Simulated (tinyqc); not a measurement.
Inputs raised by 2 %, one at a time: regular and subregular solution with a miscibility gap. Computed by tinyqc, a small Python program. Command: `OMP_NUM_THREADS=1 python tinyqc.py 3014222 3014223 out.jsonl regsol sens`. One thread of a shared host (Intel(R) Xeon(R) Processor @ 2.30GHz), about 0.01 s of CPU time with the checks.

Per mole of mixing sites: G(x) = x (1 - x) [L0 + L1 (1 - 2x)] + R T [x ln x + (1 - x) ln(1 - x)], x the fraction of B.

Inputs (values chosen for the exercise, modelled on GaAs(1-x)Sb(x)):

| quantity | value | unit |
|---|---|---|
| lattice constant a_A | 5.653 | angstrom |
| lattice constant a_B | 6.096 | angstrom |
| constant K | 49500 | kJ angstrom^2.5/mol |
| asymmetry L1 | 1.8 | kJ/mol |
| temperature T | 629 | K |
| start value s0 | 0.05 | - |

Source of L0: delta-lattice-parameter rule.

Constants: R = 8.314462618 J/(mol K).

Method:
- A bonding enthalpy -K a^(-2.5) with a linear in x gives L0 = 4.375 K (a_A - a_B)^2/abar^4.5, abar the mean lattice constant; eta = (a_B - a_A)/abar.
- The spinodal is G'' = 0, R T_s(x) = x (1 - x) [2 L0 + 6 L1 (1 - 2x)]; the critical point is its maximum.
- G' = L0 (1 - 2x) + L1 (1 - 6x + 6x^2) + R T ln[x/(1 - x)]; G'' = -2 L0 - 6 L1 (1 - 2x) + R T/[x (1 - x)].
- Common tangent: F1 = G'(x1) - G'(x2) = 0 and F2 = [G - x G'](x1) - [G - x G'](x2) = 0. Newton step: J = [[G''(x1), -G''(x2)], [-x1 G''(x1), x2 G''(x2)]], J dx = -F; a step that would leave 0 < x < 1 is halved until it stays inside. The start is x1 = s0, x2 = 1 - s0.
- Stop when the step is below 1e-12, or when x1 and x2 meet within 1e-5; residuals under 1e-7 are shown as 0.

Runs:

| input moved | from | to | critical temperature T_c (K) | solubility limit x1 | solubility limit x2 | critical composition x_c |
|---|---|---|---|---|---|---|
| base run | - | - | 913.5 | 0.059028 | 0.87318 | 0.41606 |
| constant K (kJ angstrom^2.5/mol) | 49500 | 50490 | 930.7 | 0.054869 | 0.88209 | 0.41746 |
| lattice constant a_B (angstrom) | 6.096 | 6.21792 | 1393.2 | 0.009766 | 0.97978 | 0.44322 |
| asymmetry L1 (kJ/mol) | 1.8 | 1.836 | 914.5 | 0.058490 | 0.87249 | 0.41465 |
| temperature T (K) | 629 | 641.58 | 913.5 | 0.064061 | 0.86441 | 0.41606 |

Exponents ln(y'/y) / ln(x'/x):

| input | critical temperature T_c | solubility limit x1 | solubility limit x2 | critical composition x_c |
|---|---|---|---|---|
| constant K | 0.943 | -3.690 | 0.513 | 0.169 |
| lattice constant a_B | 21.316 | -90.854 | 5.817 | 3.193 |
| asymmetry L1 | 0.059 | -0.463 | -0.040 | -0.172 |
| temperature T | 0.000 | 4.132 | -0.510 | 0.000 |

Which inputs matter most for each result?

Among the inputs moved here: critical temperature T_c answers most in size to lattice constant a_B (exponent +21.316), next to constant K (+0.943); its exponent is below 0.0005 for temperature T. solubility limit x1 answers most in size to lattice constant a_B (exponent -90.854), next to temperature T (+4.132). Solubility limit x2 answers most in size to lattice constant a_B (exponent +5.817), next to constant K (+0.513). Critical composition x_c answers most in size to lattice constant a_B (exponent +3.193), next to asymmetry L1 (-0.172); its exponent is below 0.0005 for temperature T.
